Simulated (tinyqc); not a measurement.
Metal-induced gap states at the contact of a metal chain and a two-band chain: sweeps and comparisons. A value that a table varies takes the place of the one given here.

The semiconductor alternates sites A at -Eg/2 and C at +Eg/2 with hopping -t; the gap runs from -Eg/2 to Eg/2. In the gap cosh(q a) = 1 + (Eg^2/4 - E^2)/(2 t^2) and the amplitude changes by -exp(-q a) a period. The metal has site energy 0 and hopping -tm; its end site has g_m = (E - i sqrt(4 tm^2 - E^2))/(2 tm^2). Sites 1, 2, ... count into the semiconductor, with energies e1, e2 alternating. The clean half chain has g1 = 1/(E - e1 - t^2 g2), g2 = 1/(E - e2 - t^2 g1), decaying root. With the contact G11 = 1/(1/g1 - tc^2 g_m), and the density on site j is -Im G_jj/pi = |psi_j/psi_1|^2 (-Im G11/pi), per spin, with psi_2/psi_1 = -t g2, psi_3/psi_2 = -t g1.

Constants: e^2/(4 pi eps0) = 14.39964547 eV angstrom.

Values chosen for the exercise (gap and optical dielectric constant near those of Ge; the chain itself is a model; shifted at random, so the results belong to these values and not to a real crystal): Eg = 0.66 eV (gap); t = 1.85 eV (hopping in the semiconductor); tm = 2.75 eV (hopping in the metal); tc = 1.68 eV (hopping across the contact); end = C (site that touches the metal); a = 4 angstrom (period (two sites); one chain for each area a^2); eps = 16 (dielectric constant); E = -0.19 eV (energy from mid-gap).

## Across the gap

E = f Eg. Share on C: the part of the summed density that lies on C sites, whose orbitals make the conduction edge.

Gap states:
```
f      E (eV)  xi = 1/(2q) (angstrom)  D1 (1/eV)  D2 (1/eV)  sum (1/eV)  share on C
-0.48  -0.317                   40.05     0.0019     0.0865      0.9294       0.021
-0.40  -0.264                   18.70     0.0094     0.0759      0.4429       0.110
-0.30  -0.198                   14.03     0.0197     0.0684      0.3553       0.224
-0.15  -0.099                   11.77     0.0385     0.0603      0.3429       0.390
0.00    0.000                   11.23     0.0635     0.0532      0.3893       0.544
0.15    0.099                   11.77     0.0992     0.0451      0.5007       0.688
0.30    0.198                   14.03     0.1545     0.0335      0.7576       0.822
0.40    0.264                   18.70     0.2118     0.0211      1.2094       0.909
0.48    0.317                   40.05     0.2815     0.0055      3.0184       0.981
```

The decay length xi of the density is shortest at mid-gap, 11.23 angstrom, and grows to 40.0 near the edges. The summed density is least at f = -0.15 (0.3429) and largest at f = 0.48 (3.0184 1/eV). The share on C goes from 0.02 to 0.98 and passes one half near f = -0.043, a point that depends on which site ends the chain. The states turn from valence-like to conduction-like across the gap; the branch point, where the decay is fastest, lies at mid-gap in this symmetric chain and is the usual estimate of the neutrality level.

## Wider gaps pin less

E = 0; Eg is varied and eps follows 1 + (eps0 - 1)(Eg0/Eg), with the given Eg and eps as Eg0 and eps0. xi = 1/(2q), N = 2 (summed density)/a^2, S = 1/(1 + 4 pi e^2 N xi/eps).

Against the gap:
```
Eg (eV)    eps  xi (angstrom)  summed density (1/eV)      S  S at fixed eps
0.50     20.80          14.81                 0.5203  0.107           0.084
0.75     14.20           9.88                 0.3401  0.157           0.174
1.10     10.00           6.75                 0.2253  0.225           0.317
1.50      7.60           4.97                 0.1597  0.298           0.471
2.30      5.30           3.27                 0.0969  0.425           0.691
3.40      3.91           2.25                 0.0591  0.565           0.842
5.50      2.80           1.45                 0.0300  0.740           0.942
9.00      2.10           0.97                 0.0135  0.876           0.982
```

From Eg = 0.5 to 9 eV xi falls by a factor 15.2 and the summed density by 38.5, so at fixed eps S rises from 0.08 to 0.98. The weaker screening of wide-gap solids works against this: with it S goes from 0.11 to 0.88.

## Weakening the contact bond

At the given E, tc is varied, as by a thin spacer. xi = 1/(2q), N = 2 (summed density)/a^2, S = 1/(1 + 4 pi e^2 N xi/eps) with xi and eps kept.

Against tc:
```
tc (eV)  D1 (1/eV)  summed density (1/eV)       S
0.10       0.00008                0.00131  0.9752
0.25       0.00049                0.00819  0.8629
0.50       0.00197                0.03279  0.6112
0.80       0.00504                0.08389  0.3806
1.20       0.01122                0.18694  0.2161
1.80       0.02375                0.39554  0.1153
2.50       0.03752                0.62492  0.0762
3.50       0.04247                0.70731  0.0679
```

For a weak bond the density goes as tc^2 (ratio 6.25 between 0.25 and 0.1 eV, against 6.25). It is largest at tc = 3.5 eV among these rows, the end of the table; the peak may lie just before or beyond it. S is 0.975 at 0.1 eV and has its least value, 0.068, in that row.

## What each parameter does

xi = 1/(2q), summed density, and S = 1/(1 + 4 pi e^2 N xi/eps), N = 2 (summed density)/a^2. Each row changes one parameter from the base and keeps the others.

Results:
```
case           xi (angstrom)  summed density (1/eV)       S
base                  13.725                0.35111  0.1280
Eg = 0.726 eV         11.976                0.31035  0.1599
t = 2.035 eV          15.095                0.32570  0.1258
tm = 3.025 eV         13.725                0.32205  0.1380
tc = 1.848 eV         13.725                0.41332  0.1109
eps = 17.6            13.725                0.35111  0.1390
end = A               13.725                0.72611  0.0663
```

The largest shifts from the base row, up to three for each result and ties (the steps differ in size, so this ranks the rows, not the parameters). xi (angstrom): Eg -1.749, t +1.370; unchanged at the printed digits by tm, tc, eps and end. summed density (1/eV): end +0.37500, tc +0.06221, Eg -0.04076; unchanged at the printed digits by eps. S: end -0.0617, Eg +0.0319, tc -0.0171. The decay length belongs to the semiconductor alone; the metal and the contact set only the amplitude.

(tinyqc, `OMP_NUM_THREADS=1 python tinyqc.py 1482212 1482213 out.jsonl`, Intel(R) Xeon(R) Processor @ 2.30GHz, 1 thread, shared host, about 0.01 s.)
